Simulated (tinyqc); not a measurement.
The sixth-power law: interface roughness in a thin film (subband fluctuation and scattering).

Square well of width t, barriers V0, c = hbar^2/2m0: E1 solves k t + 2 atan[(k/mz)/(kappa/mb)] = pi, k = sqrt(mz E/c), kappa = sqrt(mb (V0 - E)/c). One interface is rough, so the subband edge fluctuates by G dt with G = |dE1/dt| (central difference of 0.01 angstrom; 2 E1/t for hard walls).

Gaussian roughness spectrum S(q) = pi D^2 Lc^2 exp(-q^2 Lc^2/4). Degenerate gas, taken to fill one subband (the second starts to fill once c kF^2/md exceeds E2 - E1, which is not tested here): kF = sqrt(2 pi Ns/gv), q = 2 kF sin(theta/2), 1/tau = (md/(2 pi c hbar)) G^2 times the integral from 0 to pi of S(q)(1 - cos theta)/eps(q)^2 dtheta, eps(q) = 1 + qs/q with screening (qs = gv md q0/(c eps), q0 = e^2/(4 pi eps0), form factors left out, which overstates the screening; other scattering is left out too, so these values lie far above measured mobilities in all but the thinnest films) or 1 without; mobility = tau c2/md with c2 = e/m0 = 1.75882e15 cm^2/(V s^2); 1e12/cm^2 = 1e-4/angstrom^2.

Constants: hbar^2/2m0 = 3.80998211 eV angstrom^2; hbar = 6.58211957e-16 eV s; e^2/(4 pi eps0) = 14.39964547 eV angstrom.

Values chosen for the exercise (near those of a thin Si channel on (100), two-fold valleys; shifted at random, so the results belong to these values and not to a real crystal):
- mz = 0.923 m0 (confinement mass)
- V0 = 3.11 eV (barrier)
- mb = 0.5 m0 (barrier mass)
- md = 0.195 m0 (mass in the plane)
- gv = 2 (valleys)
- D = 3.4 angstrom (rms height of the roughness)
- Lc = 28 angstrom (correlation length)
- Ns = 0.89 x 1e12/cm^2 (sheet density)
- eps = 8.1 (mean dielectric constant at the channel)
- ts = (10, 13, 15, 18, 22, 29, 38) angstrom (thicknesses)

Screened mobility against thickness for the finite barrier and for hard walls.

Results:

| t (angstrom) | E1 (meV) | G (meV/angstrom) | mobility (cm^2/(V s)) | the same, hard walls |
|---|---|---|---|---|
| 10 | 295.1 | 49.747 | 212 | 78.8 |
| 13 | 187.8 | 25.376 | 813 | 381 |
| 15 | 145.7 | 17.371 | 1.73e+03 | 898 |
| 18 | 104.8 | 10.614 | 4.65e+03 | 2.68e+03 |
| 22 | 72.5 | 6.107 | 1.40e+04 | 8.94e+03 |
| 29 | 43.2 | 2.814 | 6.61e+04 | 4.69e+04 |
| 38 | 25.8 | 1.302 | 3.09e+05 | 2.37e+05 |

With hard walls G goes as 1/t^3 and the mobility as t^6. With the finite barrier the local exponent is 5.13 at the thin end and 5.70 at the thick end, since the envelope leaks out and softens the dependence. The roughness limit falls below 500 cm^2/(V s) between 13 and 10 angstrom. The gate field, which also presses carriers to the interface, is left out. Below about 20 angstrom the effective-mass picture is itself doubtful. Up to t = 38 angstrom G D exceeds half of EF - E1, where the Born rate fails.

tinyqc: `OMP_NUM_THREADS=1 python tinyqc.py 1280006 1280007 out.jsonl`; about 0.01 s, one thread, shared Intel(R) Xeon(R) Processor @ 2.30GHz.
